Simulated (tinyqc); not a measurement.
Five forms on the same table: equation-of-state fits to an energy-volume table made by a known binding curve. Computed by tinyqc, a small Python program. Command: `OMP_NUM_THREADS=1 python tinyqc.py 3008662 3008663 out.jsonl eosfit walk`. One thread of a shared host (Intel(R) Xeon(R) Processor @ 2.30GHz), about 0.02 s of CPU time with the checks.

With x = (V/V_0)^(1/3), the energy per atom is E = D [m x^-n - n x^-m]/(n - m), so that B0 = D n m/(9 V_0) and B' = (n + m + 6)/3. B' = dB/dP at P = 0.

Inputs (values chosen for the exercise, for a model crystal):

| quantity | value | unit |
|---|---|---|
| cohesive energy D | 5.77 | eV/atom |
| true volume V_0 | 32.9 | angstrom^3/atom |
| repulsive exponent n | 8 | - |
| attractive exponent m | 2 | - |
| half-width of the volume window w | 0.12 | - |
| shift of the window centre s | 0.002 | - |
| points N | 7 | - |
| compression V/V_0 for the pressure test | 0.9 | - |

Binding curve: Mie. Noise: none.

Constants: 1 eV/angstrom^3 = 160.2176634 GPa.

Method:
- B0 and B' from the formulas above; P = -dE/dV at V = c V_0 (c the compression chosen), from the curve itself.
- Table: V_j = V_0 [1 + s + w (2 j/(N - 1) - 1)], j = 0..N-1, rounded to 0.001; E_j from the curve, rounded to 1e-7 eV.
- Murnaghan: E = E0 + (B0 V/B') [(V0/V)^B'/(B' - 1) + 1] - B0 V0/(B' - 1), P = (B0/B') [(V0/V)^B' - 1].
- Birch-Murnaghan: E = E0 + (9 V0 B0/16) [y^3 B' + y^2 (2 - 4 y)], y = (V0/V)^(2/3) - 1; P = (3 B0/2) (x^7 - x^5) [1 + (3/4)(B' - 4)(x^2 - 1)], x = (V0/V)^(1/3).
- Vinet: E = E0 + (9 B0 V0/h^2) {1 + [h (1 - x) - 1] exp(h (1 - x))}, P = 3 B0 (1 - x) x^-2 exp(h (1 - x)), x = (V/V0)^(1/3), h = (3/2)(B' - 1).
- All are least-squares fits to the energies; for polynomials in V, B0 = V E'' and B' = -1 - V E'''/E'' at the minimum.

exact B0 = 49.9537 GPa

exact B' = 5.33333

exact pressure at c V_0 = 6.98343 GPa

Table:

| V (angstrom^3) | E (eV) |
|---|---|
| 29.018 | -5.6768040 |
| 30.334 | -5.7329473 |
| 31.650 | -5.7619644 |
| 32.966 | -5.7699794 |
| 34.282 | -5.7617019 |
| 35.598 | -5.7407815 |
| 36.914 | -5.7100656 |

Fitted values:

| form | V0 (angstrom^3) | B0 (GPa) | B' | P at c V_0 (GPa) |
|---|---|---|---|---|
| exact | 32.900 | 49.954 | 5.3333 | 6.9834 |
| parabola in V | 33.283 | 52.533 | -1.0000 | - |
| cubic in V | 32.898 | 52.595 | 5.1939 | - |
| Murnaghan | 32.902 | 49.574 | 5.2836 | 6.9949 |
| Birch-Murnaghan | 32.900 | 50.011 | 5.3401 | 6.9816 |
| Vinet | 32.899 | 50.155 | 5.3565 | 6.9770 |

What follows from these numbers?

In B0 the Birch-Murnaghan form comes closest (+0.11 %) and the cubic in V form misses most (+5.29 %). A parabola in V has no third derivative, so its B' is -1 by construction. At c V_0, inside the window, the pressure errors are Murnaghan +0.2 %, Birch-Murnaghan 0.0 %, Vinet -0.1 %.

Extremes, crossings and ranges named in words are read from the listed rows.
